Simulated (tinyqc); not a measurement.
Opening the gap, as alloying or pressure does: deep trap from a strong local potential in a two-band host (Koster-Slater model with semi-elliptic bands). Computed by tinyqc, a small Python program. Command: `OMP_NUM_THREADS=1 python tinyqc.py 3030052 3030053 out.jsonl deeptrap walk`. One thread of a shared host (Intel(R) Xeon(R) Processor @ 2.30GHz), about 0.03 s of CPU time with the checks.

The valence band spans -2 W_v to 0 and the conduction band E_g to E_g + 2 W_c. The orbital at the impurity site has weight f_v in the valence band and 1 - f_v in the conduction band, each spread as a semi-ellipse (2/(pi W^2)) sqrt(W^2 - x^2) about the band centre. The impurity adds U to this orbital. Spin is left out.

Inputs (values chosen for the exercise, for a model semiconductor):

| quantity | value | unit |
|---|---|---|
| gap E_g | 6.53 | eV |
| half-width of the valence band W_v | 3.1 | eV |
| half-width of the conduction band W_c | 2.2 | eV |
| valence weight f_v of the site orbital | 0.45 | - |
| impurity potential U | -20.2 | eV |

Impurity: attractive, donor-like.

Method:
- In the gap G(E) = f_v (2/W_v^2)[x - sqrt(x^2 - W_v^2)] - (1 - f_v)(2/W_c^2)[y - sqrt(y^2 - W_c^2)], x = E + W_v, y = E_g + W_c - E.
- The trap level solves G(E) = 1/U (bisection). With D = -dG/dE = D_v + D_c, D_v = f_v (2/W_v^2)[x/sqrt(x^2 - W_v^2) - 1] and D_c = (1 - f_v)(2/W_c^2)[y/sqrt(y^2 - W_c^2) - 1], the weight on the impurity orbital is 1/(U^2 D) and the conduction-band character is D_c/D.
- The conduction band is shifted rigidly; widths, weights and U stay.

Against the gap:

| E_g (eV) | E_t (eV) | depth below E_c (eV) | conduction character |
|---|---|---|---|
| 3.27 | 1.6359 | 1.6341 | 0.62432 |
| 4.24 | 2.2560 | 1.9840 | 0.65321 |
| 5.22 | 2.9087 | 2.3113 | 0.67834 |
| 5.88 | 3.3615 | 2.5185 | 0.69367 |
| 6.53 | 3.8170 | 2.7130 | 0.70777 |
| 7.51 | 4.5204 | 2.9896 | 0.72745 |
| 8.49 | 5.2423 | 3.2477 | 0.74549 |
| 10.40 | 6.6967 | 3.7033 | 0.77668 |

What follows from these numbers?

As the conduction band moves up by 7.130 eV the level follows by 5.061 eV, a mean slope of 0.71; the local slope is the conduction character. A shallow donor would follow with slope 1 and a shallow acceptor with slope 0.
